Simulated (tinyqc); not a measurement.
On-chip power grid, static voltage drop by conjugate gradients: one step of the calculation.

A grid of 4 rows and 3 columns, node k = 3 row + column. Neighbours in a row are joined by Rx, in a column by Ry; pad nodes, which reach the supply through Rp: 0, 11. Each node draws I0, node 0 draws kh I0. The drops u = Vdd - V solve G u = i, with G the conductance matrix (1/Rp added on the diagonal at pad nodes).

Problem. Diagonal of G, loads and first direction. G_kk = sum of the conductances at node k. Start u = 0, so the residual is r = i; p = r.

Inputs (values chosen for the exercise):
- Rx = 1.1 ohm (resistance of a horizontal segment)
- Ry = 0.19 ohm (resistance of a vertical segment)
- Rp = 0.039 ohm (resistance from a pad node to the supply)
- I0 = 3.8 mA (load current of an ordinary node)
- kh = 3 (factor on the load at the hot node)

Wanted: G_kk; r at the start; p at the start.

Solution.

G_kk (S):
```
       col 0  col 1  col 2
row 0  31.81  7.081  6.172
row 1  11.44  12.34  11.44
row 2  11.44  12.34  11.44
row 3  6.172  7.081  31.81
```

r at the start (mA):
```
       col 0  col 1  col 2
row 0  11.40  3.800  3.800
row 1  3.800  3.800  3.800
row 2  3.800  3.800  3.800
row 3  3.800  3.800  3.800
```

p at the start (mA):
```
       col 0  col 1  col 2
row 0  11.40  3.800  3.800
row 1  3.800  3.800  3.800
row 2  3.800  3.800  3.800
row 3  3.800  3.800  3.800
```

tinyqc, about 0.1 s, one thread, Intel Xeon 2.30GHz (shared host): `OMP_NUM_THREADS=1 python tinyqc.py 2770124 2770125 out.jsonl`
